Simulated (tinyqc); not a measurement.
## Programming of a floating-gate cell by Fowler-Nordheim tunnelling: programming by a staircase of pulses

Per tunnel area the floating gate has Ctun = 3.9 eps0/tox to the channel (0 V) and Ccg to the control gate, Ct = Ctun/(1 - ag), no other coupling. With the threshold shift U = -Q/Ccg the field is F = ag (Vg - U)/tox, and dU/dt = J/Ccg. Fowler-Nordheim: J = A F^2 exp(-B/F), A = q^2/(16 pi^2 hbar mo phi) (times 1e14 for A/cm^2 with F in V/nm, emitter mass m0), B = (4/3) sqrt(mo/C) phi^1.5, C = hbar^2/(2 m0).

Pulse i = 1, 2, ... has the height 9.4 V + (i - 1) 0.5 V and lasts 49 us; each starts from the U that the last one left. Exact: exp(B/F(t)) = exp(B/F(0)) + K t, K = A B ag/(Ccg tox), and U = Vg - tox F/ag.

Inputs (values chosen for the exercise); oxide values close to those of silicon dioxide: tunnel barrier phi = 3.08 eV; tunnelling mass mo = 0.43 m0; tunnel oxide thickness tox = 7.7 nm; coupling ratio Ccg/Ct ag = 0.68; threshold shift at the start Vt0 = -1.4 V.

Constants: q = 1.602176634e-19 C, hbar = 1.054571817e-34 J s, m0 = 9.1093837015e-31 kg, eps0 = 8.8541878128e-14 F/cm where lengths are in cm, hbar^2/(2 m0) = 0.0380998212 eV nm^2. Results are converted to the units shown.

Programming by a staircase of pulses:
```
N   last pulse (V)    U (V)  gain of the last pulse (V)  F at its end (V/nm)
1            9.400   -1.352                     0.04830               0.9495
2            9.900   -1.220                      0.1317               0.9820
3            10.40  -0.9577                      0.2623                1.003
4            10.90  -0.5749                      0.3828                1.013
6            11.90   0.3604                      0.4827                1.019
8            12.90    1.352                      0.4979                1.020
11           14.40    2.851                      0.4999                1.020
14           15.90    4.351                      0.5000                1.020
18           17.90    6.351                      0.5000                1.020
```

What does the comparison show?

The gain of a pulse rises from 0.0483 to 0.500 V and settles at the step of 0.5 V: the field at the end of a pulse becomes steady, 1.02 V/nm, so U follows the gate one to one whatever it started from. It is within 5 % of the step from pulse 6 on among the rows. For N = 3, 4, 6, 8, 11, 14, 18 the field stays above 10 MV/cm, which wears the oxide.

Range of the model: Programming fields of 10 MV/cm and more wear the oxide; trapping and the channel potential are ignored.

Program tinyqc, `OMP_NUM_THREADS=1 python tinyqc.py 2130174 2130175 out.jsonl`; Intel Xeon 2.30GHz, shared host, one thread, about 0.02 s.
